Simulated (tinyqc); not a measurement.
Stretching all distances: RHF, UHF, MP2, CISD and CCSD against full CI in the 6-31g basis, for H3+, spin multiplicity 1. Computed by the program tinyqc with PySCF. All coordinates are multiplied by the scale. c0^2 is the weight of the RHF determinant in the lowest singlet FCI state (UHF is spin-contaminated and may lie near states of higher spin) and n(LUMO) the first natural occupation beyond the occupied space.

Geometry (angstrom):
```
atom,x,y,z
H,0.0000,0.0000,0.0000
H,0.0000,0.0000,0.7590
H,0.0000,0.6570,0.3800
```

Full CI energy (hartree) and errors against it (kcal/mol):
```
scale,distance 1-2 (angstrom),E(FCI),RHF,UHF,MP2,CISD,CCSD,<S^2> UHF,c0^2,n(LUMO)
0.9200,0.6983,-1.270647,16.6231,16.6231,4.0762,0.0000,0.0000,0.0000,0.9898,0.0096
1.1200,0.8501,-1.304131,18.7422,18.7422,4.8366,0.0000,0.0000,0.0000,0.9854,0.0138
1.3100,0.9943,-1.290987,20.5741,20.5741,5.5728,0.0000,0.0000,0.0000,0.9801,0.0192
1.5100,1.1461,-1.261667,22.3862,22.3862,6.4015,0.0000,0.0000,0.0000,0.9730,0.0263
1.7100,1.2979,-1.229584,24.2619,24.2619,7.3208,0.0000,0.0000,0.0000,0.9642,0.0351
1.9100,1.4497,-1.199025,26.4058,26.4058,8.3517,0.0000,0.0000,0.0000,0.9536,0.0456
2.1000,1.5939,-1.172084,28.8273,28.8273,9.4430,0.0000,0.0000,0.0000,0.9416,0.0575
2.3000,1.7457,-1.145923,31.8593,30.3888,10.7045,0.0000,0.0000,0.2516,0.9265,0.0723
```

What does the comparison show, and why?

UHF parts from RHF first at scale 2.3 of those listed, where <S^2> leaves zero. The weight c0^2 goes from 0.99 to 0.93 and n(LUMO) from 0.01 to 0.07: static correlation grows as the bonds break into open-shell fragments. The spread of the error along the curve, which distorts its shape, is CISD 0.0, CCSD 0.0, MP2 6.6, UHF 13.8, RHF 15.2 kcal/mol. With two electrons CISD and CCSD are exact.
